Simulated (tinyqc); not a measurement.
Inside a calculation. Method: RKS/PBE in the 6-311g basis, for H-, spin multiplicity 1. The basis has no diffuse functions, so it cannot describe the extra electron: this is an exercise in the method, not the real anion. One step of it, computed by the program tinyqc.

Problem. Iteration 2: building the Kohn-Sham matrix. J_ij = sum D_kl (ij|kl); F = H + J + V_xc; E = tr D H + tr D J / 2 + E_xc + E_nn.

D after iteration 1:
```
           1H 1s      1H 2s      1H 3s
1H 1s   0.037820  -0.034714   0.287180
1H 2s  -0.034714   0.031863  -0.263595
1H 3s   0.287180  -0.263595   2.180675
```

core Hamiltonian H = T + V (hartree):
```
           1H 1s      1H 2s      1H 3s
1H 1s   0.193252  -0.511607  -0.408648
1H 2s  -0.511607  -0.422143  -0.397930
1H 3s  -0.408648  -0.397930  -0.357384
```

Two-electron integrals (ij|kl) in chemists' order, unique and non-zero (hartree):
```
(11|11) 1.393035   (21|11) 0.822971   (21|21) 0.509703   (22|11) 0.822904
(22|21) 0.543028   (22|22) 0.644106   (31|11) 0.411256   (31|21) 0.257757
(31|22) 0.279868   (31|31) 0.130794   (32|11) 0.543681   (32|21) 0.365771
(32|22) 0.452669   (32|31) 0.189803   (32|32) 0.325140   (33|11) 0.494021
(33|21) 0.340115   (33|22) 0.445993   (33|31) 0.178035   (33|32) 0.331779
(33|33) 0.361682
```

nuclear repulsion = 0 hartree

V_xc (hartree):
```
           1H 1s      1H 2s      1H 3s
1H 1s  -0.465024  -0.287586  -0.146820
1H 2s  -0.287586  -0.335041  -0.242417
1H 3s  -0.146820  -0.242417  -0.250493
```

E_xc = sum of w rho eps_xc = -0.39617573 hartree

Give: Coulomb J; Kohn-Sham matrix F; total energy of this density.

Solution.

Coulomb J (hartree):
```
        1H 1s   1H 2s   1H 3s
1H 1s  1.0487  0.7099  0.3699
1H 2s  0.7099  0.9086  0.6707
1H 3s  0.3699  0.6707  0.7253
```

Kohn-Sham matrix F (hartree):
```
         1H 1s    1H 2s    1H 3s
1H 1s   0.7769  -0.0893  -0.1856
1H 2s  -0.0893   0.1514   0.0304
1H 3s  -0.1856   0.0304   0.1175
```

total energy of this density = -0.441112 hartree
